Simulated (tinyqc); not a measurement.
Inverter chain driving a load.

N inverters, each f = Hc^(1/N) times larger than the one before: delay tau N (f + pp). Switched capacitance in units of the first input, with output capacitance pp times the input: Hc + (1 + pp)(Hc - 1)/(f - 1).

Parameters, values chosen for the exercise: load over the input capacitance of the chain Hc = 290; parasitic delay of an inverter pp = 1; delay unit tau = 3.6 ps.

Inverter chain driving a load:

| N | f | delay (ps) | switched capacitance |
|---|---|---|---|
| 1 | 290.0 | 1048 | 292.0 |
| 2 | 17.03 | 129.8 | 326.1 |
| 3 | 6.619 | 82.29 | 392.9 |
| 4 | 4.127 | 73.82 | 474.9 |
| 5 | 3.108 | 73.94 | 564.2 |
| 6 | 2.573 | 77.17 | 657.5 |
| 7 | 2.248 | 81.85 | 753.2 |
| 8 | 2.031 | 87.30 | 850.4 |

Read the table: what changes, and by how much?

The delay goes from 1050 through a minimum of 73.8 (at N = 4 among the rows listed) to 87.3 ps. The best stage effort solves pp + rho (1 - ln rho) = 0, rho = 3.59, which gives N = ln Hc/ln rho = 4.43. One stage fewer than the best costs 11 % in delay and saves 17 % of the switched capacitance.

Numbers from tinyqc (`OMP_NUM_THREADS=1 python tinyqc.py 2082072 2082073 out.jsonl`; about 0.01 s on one thread of a shared Intel Xeon 2.30GHz).
